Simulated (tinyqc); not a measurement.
Core-shell quantum dot (spherical envelope functions): one step. Shooting at a trial energy. Four cases, with inputs chosen for the exercise.

Question. Carry the electron solution outwards.

Parabolic bands; strain and other valleys are left out. s states, u = r psi, hard wall at R + H, c = hbar^2/2m0, energies from the band edges of the core. Core: u = sin(k1 r)/k1, k1 = sqrt(m1 E/c). At R, psi and psi'/m are continuous, so u is continuous and its slope in the shell is s = u/R + (m2/m1)(u' - u/R). Shell: u(R + x) = u(R) cos(k2 x) + s sin(k2 x)/k2, k2 = sqrt(m2 (E - V)/c); for negative arguments the functions turn into sinh and cosh. A level has u(R + H) = 0.

Constants: hbar^2/2m0 = 3.80998211 eV angstrom^2.

Case 1.

Values chosen (near those of a GaAs/AlGaAs core-shell dot; shifted at random, so the results belong to these values and not to a real crystal): R = 33 angstrom (core radius); H = 9 angstrom (shell thickness); Vc = 0.266 eV (conduction edge of the shell above that of the core); me1 = 0.069 m0 (electron, core); me2 = 0.093 m0 (electron, shell); E = 0.271 eV (trial energy of the electron).

Case 2.

Values chosen (near those of a CdTe/CdSe core-shell dot; shifted at random, so the results belong to these values and not to a real crystal): R = 31 angstrom (core radius); H = 15 angstrom (shell thickness); Vc = -0.32 eV (conduction edge of the shell above that of the core); me1 = 0.095 m0 (electron, core); me2 = 0.132 m0 (electron, shell); E = 0.079 eV (trial energy of the electron).

Case 3.

Values chosen (near those of a CdTe/CdSe core-shell dot; shifted at random, so the results belong to these values and not to a real crystal): R = 24 angstrom (core radius); H = 35 angstrom (shell thickness); Vc = -0.286 eV (conduction edge of the shell above that of the core); me1 = 0.102 m0 (electron, core); me2 = 0.129 m0 (electron, shell); E = -0.15 eV (trial energy of the electron).

Case 4.

Values chosen (near those of a GaAs/AlGaAs core-shell dot; shifted at random, so the results belong to these values and not to a real crystal): R = 19 angstrom (core radius); H = 16 angstrom (shell thickness); Vc = 0.263 eV (conduction edge of the shell above that of the core); me1 = 0.07 m0 (electron, core); me2 = 0.091 m0 (electron, shell); E = 0.503 eV (trial energy of the electron).

Give: k1^2; k2^2; u(R); s; u(R + H).

Answer.

Case 1.

k1^2 = 0.0049079 1/angstrom^2
k2^2 = 0.00012205 1/angstrom^2
u(R) = 10.531 angstrom
s = -1.0209
u(R + H) = 1.306 angstrom

u(R + H) is positive: no node yet, so the lowest level lies above the trial energy.

Case 2.

k1^2 = 0.0019698 1/angstrom^2
k2^2 = 0.013824 1/angstrom^2
u(R) = 22.105 angstrom
s = -0.0086
u(R + H) = -4.307 angstrom

u(R + H) is negative: one node has entered, so the lowest level lies below the trial energy.

Case 3.

k1^2 = -0.0040158 1/angstrom^2
k2^2 = 0.0046047 1/angstrom^2
u(R) = 34.383 angstrom
s = 2.6528
u(R + H) = 2.350 angstrom

u(R + H) is positive: no node yet, so the lowest level lies above the trial energy.

Case 4.

k1^2 = 0.0092415 1/angstrom^2
k2^2 = 0.0057323 1/angstrom^2
u(R) = 10.064 angstrom
s = -0.4877
u(R + H) = -2.491 angstrom

u(R + H) is negative: one node has entered, so the lowest level lies below the trial energy.

Computed by tinyqc, one run a case: `OMP_NUM_THREADS=1 python tinyqc.py N N+1 out.jsonl` with N = 1251821, 1251891, 1252119, 1252163; one thread of a shared Intel(R) Xeon(R) Processor @ 2.30GHz, about 0.06 s a run at most.
